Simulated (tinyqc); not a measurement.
Worked calculation: strained quantum well: band edges, subbands and transparency. Values are carried at full precision from step to step, so a last printed digit may differ when a step is redone from the rounded ones.

Growth on (001), barriers unstrained: tr(e) = e (2 - nu2), Z = b e (1 + nu2); Ec = Ev + Eg + ac tr(e), E_HH = Ev + av tr(e) + Z, E_LH = Ev + av tr(e) - Z (coupling to the split-off band left out).

Constants: hbar^2/2m0 = 3.80998211 eV angstrom^2; hc = 1239.841984 eV nm; kB = 8.617333262e-05 eV/K.

Inputs chosen for the exercise (near those of an InGaAs/InP well; not measured data): e = 0.0004 (strain in the plane); nu2 = 0.997 (2 C12/C11); Eg = 0.724 eV (unstrained gap of the well); Ev = -0.594 eV (its valence edge); ac = -6.06 eV; av = 1.08 eV (Ev moves by av tr(e)); b = -1.89 eV (shear potential); Egb = 1.348 eV (gap of the barrier); Evb = -0.94 eV (its valence edge); L = 102 angstrom (well width); me = 0.043 m0 (electron mass); g1 = 13.88 (gamma1); g2 = 5.47 (gamma2); meb = 0.08 m0; g1b = 5.08; g2b = 1.6; T = 350 K (temperature); Br = 1.9 x 1e-4 cm^2/s (two-dimensional radiative coefficient).

## Strained band edges and offsets

Give tr(e), Z, the edges Ec, E_HH, E_LH and the well depths against the barrier.

tr(e) = 0.00040
Z = -0.0015 eV

Ec, E_HH, E_LH (eV): 0.1276  -0.5951  -0.5921

depths for e, HH, LH (eV): 0.2804  0.3449  0.3479

The well is under tension, which puts LH on top, by 3 meV; the gap becomes 0.7196 eV, -4 meV from the unstrained one.

## Subband edges

Masses along z: me, 1/(g1 - 2 g2) for HH, 1/(g1 + 2 g2) for LH, likewise in the barrier; in the plane me, 1/(g1 + g2) for HH and 1/(g1 - g2) for LH (no mixing, which understates the hole masses away from k = 0). Level n solves k L + 2 atan[(k/m)/(kappa/mb)] = n pi, k = sqrt(m E/c), kappa = sqrt(mb (V - E)/c), c = hbar^2/2m0.

Up to three electron, four HH and two LH levels, on the common energy scale, with their masses in the plane.

Subbands:
```
level   E (eV)  m in the plane
e1      0.1665          0.0430
e2      0.2846          0.0430
hh1    -0.6033          0.0517
hh2    -0.6278          0.0517
lh1    -0.6302          0.1189
hh3    -0.6687          0.0517
hh4    -0.7258          0.0517
lh2    -0.7556          0.1189
```

lowest transition = 0.7698 eV
wavelength hc/E = 1610.6 nm

The top hole level is hh1, so the edge is mainly TE polarised; hh2 lies 25 meV lower, within kT at room temperature, so both polarisations contribute.

## Transparency density

Transparency (Bernard-Duraffourg): Fc - Fv equals the lowest transition energy with n = p, n = sum m/(2 pi c) kB T ln(1 + exp((Fc - E)/kB T)) and p likewise over the listed subbands; c = hbar^2/2m0, 1/angstrom^2 = 1e16/cm^2.

Solve for u = (Fc - e1)/kB T; give n_tr, the share of holes in the top subband and the current e Br n_tr^2 (e = 1.602177e-19 C).

u = 0.796
n_tr = 0.657 x 1e12/cm^2
share = 0.369
current density = 13.1 A/cm^2

For mirror-image bands u = 0 and n_tr = me kB T ln2/(2 pi c) = 0.376 x 1e12/cm^2; the heavier or more numerous hole states raise it by a factor 1.75.

## Checks

- Transparency for equal single subbands against m kB T ln2/(2 pi c): both 0.3743.

Run: tinyqc, `OMP_NUM_THREADS=1 python tinyqc.py 1251615 1251616 out.jsonl`; Intel(R) Xeon(R) Processor @ 2.30GHz, one thread, shared host; about 0.01 s of CPU time with all checks.
